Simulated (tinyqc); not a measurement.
# Inputs raised by 10 %, one at a time

Model: thermal and gravitational stress in a wafer during furnace and rapid thermal processing, and the onset of slip. Computed by tinyqc, a small Python program. Command: `OMP_NUM_THREADS=1 python tinyqc.py 3017145 3017146 out.jsonl slip sens`. One thread of a shared host (Intel(R) Xeon(R) Processor @ 2.30GHz), about 0.01 s of CPU time with the checks.

A thin free disc in plane stress, isotropic; T(r) = T_centre + dT (r/R)^n. Stress is positive in tension; sigma_SB = 5.670374419e-8 W/(m^2 K^4), g = 9.80665 m/s^2.

Inputs (values chosen for the exercise, for a model wafer):
```
quantity,value,unit
wafer radius R,75,mm
thickness t,675,micrometre
Young's modulus E,161,GPa
expansion alpha,4.3,1e-6/K
edge less centre temperature dT,3.2,K
exponent n of the profile,16,-
temperature T,1275,K
prefactor A of the critical stress,0.00048,MPa
energy U of the critical stress,1.03,eV
density rho,2330,kg/m^3
heat capacity c,931,J/(kg K)
conductivity k,23,W/(m K)
wafer spacing s,8.1,mm
ramp rate,3.3,K/min
```

Temperature profile: edge zone, power law.

Constants: k_B = 8.617333262e-05 eV/K.

Method:
- With x = r/R: s_rr = alpha E dT (1 - x^n)/(n + 2), s_tt = alpha E dT [1 - (n + 1) x^n]/(n + 2).
- Critical resolved stress tau_c = A exp(U/(k_B T)), a form chosen for the exercise; slip when 0.492799 |s_tt(R)| > tau_c; allowed |dT| = tau_c (n + 2)/(0.492799 n alpha E).
- In a stack heated from the rim, heat flows inward by conduction and by radiation between wafers: k_eff = k + (16/3) sigma_SB T^3 s^2/t (a diffusion estimate with the spacing as path length). A steady ramp gives the parabolic lag dT = rho c (ramp) R^2/(4 k_eff); the allowed ramp uses n = 2.

Runs:
```
input moved,from,to,hoop stress at the edge (MPa),allowed |dT| (K),lag of the centre (K),allowed ramp rate (K/min)
base run,-,-,-1.969,18.65,1.999,54.74
wafer radius R (mm),75,82.5,-1.969,18.65,2.419,45.24
thickness t (micrometre),675,742.5,-1.969,18.65,2.140,51.13
Young's modulus E (GPa),161,177.1,-2.166,16.96,1.999,49.77
expansion alpha (1e-6/K),4.3,4.73,-2.166,16.96,1.999,49.77
temperature T (K),1275,1402.5,-1.969,7.96,1.612,28.96
prefactor A of the critical stress (MPa),0.00048,0.000528,-1.969,20.52,1.999,60.22
ramp rate (K/min),3.3,3.63,-1.969,18.65,2.199,54.74
```

Exponents ln(y'/y) / ln(x'/x):
```
input,hoop stress at the edge,allowed |dT|,lag of the centre,allowed ramp rate
wafer radius R,0,0.000,2.000,-2.000
thickness t,0,0.000,0.716,-0.716
Young's modulus E,1,-1.000,0.000,-1.000
expansion alpha,1,-1.000,0.000,-1.000
temperature T,0,-8.942,-2.259,-6.682
prefactor A of the critical stress,0,1.000,0.000,1.000
ramp rate,0,0.000,1.000,0.000
```

Among the inputs moved here: hoop stress at the edge answers most in size to expansion alpha (exponent +1.000), and about equally to Young's modulus E (+1.000); its exponent is below 0.0005 for wafer radius R, thickness t, temperature T, prefactor A of the critical stress, ramp rate. Its exponent 0.000 in wafer radius R: at given dT the stress does not depend on size. Allowed |dT| answers most in size to temperature T (exponent -8.942), next to expansion alpha (-1.000); its exponent is below 0.0005 for wafer radius R, thickness t, ramp rate. Its exponent -1.000 in expansion alpha: stress is alpha E dT. lag of the centre answers most in size to temperature T (exponent -2.259), next to wafer radius R (+2.000); its exponent is below 0.0005 for Young's modulus E, expansion alpha, prefactor A of the critical stress. Its exponent +2.000 in wafer radius R: diffusion over the radius. Allowed ramp rate answers most in size to temperature T (exponent -6.682), next to wafer radius R (-2.000); its exponent is below 0.0005 for ramp rate. Its exponent -2.000 in wafer radius R: diffusion over the radius.
